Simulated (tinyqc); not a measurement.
# Capacitance of parallel on-chip lines from Laplace's equation on a mesh, step by step

Numbers from tinyqc (`OMP_NUM_THREADS=1 python tinyqc.py 2790114 2790115 out.jsonl`; about 0.6 s on one thread of a shared Intel Xeon 2.30GHz). Printed values are rounded.

Cross-section of an endless row of equal lines between two grounded planes; neighbours are driven in antiphase (+1 V and -1 V), so the plane midway between two lines is at 0 V. By symmetry one quarter is solved: x runs from the centre of a line (column 0, mirror) to that midplane (column 3, 0 V), y from the mid-height of the line (row 0, mirror) to the ground plane (row 4, 0 V). The line fills columns 0 to 1 and rows 0 to 2 at 1 V. Cells beside the line (below row 2) have e2, cells above have e1. Each link between nodes has the conductance g = mean permittivity of the two cells beside it (a cell beyond a mirror counts as 0), and the free nodes obey sum g (V_neighbour - V) = 0.

Parameters, values chosen for the exercise:
- e1 = 4.2 (relative permittivity above and below the lines)
- e2 = 7 (relative permittivity between the lines)
- om = 1.4 (over-relaxation factor)

Constants: eps0 = 8.8541878128e-12 F/m. Results are converted to the units shown.

## Link conductances

gx[j, i] joins node (row j, column i) to column i + 1, gy[j, i] to row j + 1.

gx:
```
       col 0  col 1  col 2
row 0    3.5    3.5    3.5
row 1      7      7      7
row 2    5.6    5.6    5.6
row 3    4.2    4.2    4.2
row 4    2.1    2.1    2.1
```

gy:
```
       col 0  col 1  col 2  col 3
row 0    3.5      7      7    3.5
row 1    3.5      7      7    3.5
row 2    2.1    4.2    4.2    2.1
row 3    2.1    4.2    4.2    2.1
```

## Iteration 1: relaxation sweep

V at the start (V):
```
       col 0  col 1  col 2  col 3
row 0      1      1      0      0
row 1      1      1      0      0
row 2      1      1      0      0
row 3      0      0      0      0
row 4      0      0      0      0
```

One sweep visits the free nodes row by row from row 0, left to right, and replaces V by V + om (weighted mean of the neighbours - V), using new values at once.

V after sweep 1 (V):
```
          col 0     col 1     col 2     col 3
row 0  1.000000  1.000000  0.350000  0.000000
row 1  1.000000  1.000000  0.472500  0.000000
row 2  1.000000  1.000000  0.556719  0.000000
row 3  0.350000  0.472500  0.360227  0.000000
row 4  0.000000  0.000000  0.000000  0.000000
```

## Iteration 2: relaxation sweep

As before.

V after sweep 2 (V):
```
          col 0     col 1     col 2     col 3
row 0  1.000000  1.000000  0.540750  0.000000
row 1  1.000000  1.000000  0.545114  0.000000
row 2  1.000000  1.000000  0.460359  0.000000
row 3  0.540750  0.476342  0.183755  0.000000
row 4  0.000000  0.000000  0.000000  0.000000
```

## Course of the relaxation

Stop when no node changes by 1e-7 V. C = 4 eps0 sum g (difference of V along the link)^2, in aF/um.

Course of the iteration:
```
sweep  C (aF/um)  largest change (V)
1       461.4024               0.557
2       435.6883               0.191
3       429.9632              0.0891
4       429.0060              0.0400
5       428.6972              0.0363
6       428.6517              0.0126
7       428.6457             4.39e-3
8       428.6446             1.38e-3
9       428.6445             3.94e-4
10      428.6445             1.25e-4
11      428.6445             7.64e-5
12      428.6445             6.30e-5
13      428.6445             2.00e-5
14      428.6445             7.51e-6
15      428.6445             3.19e-6
16      428.6445             7.95e-7
17      428.6445             2.65e-7
18      428.6445             1.76e-7
19      428.6445             6.14e-8
```

Converged in 19 sweeps. Over the last four sweeps the change shrinks by about 0.37 a sweep. C comes down from above, since the solution minimises the energy.

## Capacitance per length

converged V (V):
```
          col 0     col 1     col 2     col 3
row 0  1.000000  1.000000  0.491617  0.000000
row 1  1.000000  1.000000  0.483234  0.000000
row 2  1.000000  1.000000  0.441317  0.000000
row 3  0.459281  0.418563  0.214970  0.000000
row 4  0.000000  0.000000  0.000000  0.000000
```

C = 4 eps0 sum g (difference of V)^2 over all links (twice the energy of the four quarters, line at 1 V). Plate estimate without fringing: eps0 [2 e1 w/hd + 2 e2 t/(s/2)], w = 2 hx, t = 4 hx, s/2 = 2 hx, hd = 2 hx.

C = 428.6445 aF/um
plate estimate = 322.2924 aF/um

C depends on the shape only, not on the mesh step hx. Meshes 6, 12 and 24 times finer extrapolate (Aitken) to 407.9 aF/um; this mesh is 5.1 % above that, and the plate estimate is 21 % below it.
